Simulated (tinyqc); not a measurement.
Deep-level transient spectroscopy: one step of the calculation.

Schottky contact on an n-type layer with shallow donors Nd (all ionised) and a donor-like deep trap, neutral when filled and positive when empty; depletion approximation. Traps within lam of the depletion edge stay filled. A long pulse to Vp fills the traps beyond x1 = Wp - lam; back at Vr those between x1 and x2 = Wr - lam emit. A rate window reads S = C(t2) - C(t1).

Question. Emission rate and rate window. Emission rate en = sn vth(T) Nc(T) exp(-Et/kB T) = sn g T^2 exp(-Et/kB T), g = vth Nc/(300 K)^2, as vth goes as T^0.5 and Nc as T^1.5 (degeneracy factor 1). For an exponential transient S peaks where en = ew = ln(t2/t1)/(t2 - t1).

Inputs (values chosen for the exercise); material values close to those of silicon:

| symbol | value | unit | meaning |
|---|---|---|---|
| Nc | 2.83e19 | cm^-3 | conduction-band density of states at 300 K |
| vth | 2.3e7 | cm/s | thermal velocity at 300 K |
| Et | 0.14 | eV | depth of the trap below the conduction edge |
| sn | 1.8e-16 | cm^2 | capture cross-section |
| t1 | 0.5 | ms | first sampling time |
| t2 | 2.5 | ms | second sampling time |
| T | 92 | K | temperature of the transient |

Constants: q = 1.602176634e-19 C, kB = 1.380649e-23 J/K. Results are converted to the units shown.

Wanted: g; en; 1/en; ew.

Answer.

g = 7.2322e21 cm^-2 s^-1 K^-2
en = 235.99 1/s
1/en = 4.2375 ms
ew = 804.72 1/s

Range of the model: With Nt above a tenth of Nd the edge x2 moves during the transient, which this model holds fixed, and the transient is not a plain exponential.

tinyqc, about 0.01 s, one thread, Intel Xeon 2.30GHz (shared host): `OMP_NUM_THREADS=1 python tinyqc.py 2050167 2050168 out.jsonl`
